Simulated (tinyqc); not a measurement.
Charge control and current of a heterostructure field-effect transistor: one step, computed by the program tinyqc. Command: `OMP_NUM_THREADS=1 python tinyqc.py 3016846 3016847 out.jsonl hemt walk`. One thread of a shared host (Intel(R) Xeon(R) Processor @ 2.30GHz), about 0.01 s of CPU time with the checks.

Two subbands in a triangular well; E_F is counted from the conduction band edge of the channel at the interface.

Problem. Threshold and barrier capacitance. Threshold V_T = phi_B - dE_c - e N_d (d - spacer)/(eps eps_0) (in volts); C_b = eps eps_0/d.

Inputs (values chosen for the exercise, modelled on AlGaAs/GaAs):

| quantity | value | unit |
|---|---|---|
| permittivity eps (barrier and channel) | 12.8 | - |
| barrier thickness d | 28 | nm |
| Schottky barrier phi_B | 1 | eV |
| conduction band offset dE_c | 0.24 | eV |
| delta-doping density N_d | 3.5e+12 | 1/cm^2 |
| spacer between delta layer and channel | 4.2 | nm |

Charge source: delta doping. Velocity law: two-piece.

Constants: e = 1.602176634e-19 C; eps_0 = 8.8541878128e-12 F/m.

Give: threshold voltage V_T; barrier capacitance C_b.

Solution.

threshold voltage V_T = -0.4176 V

barrier capacitance C_b = 0.4048 microfarad/cm^2

The device is normally on.
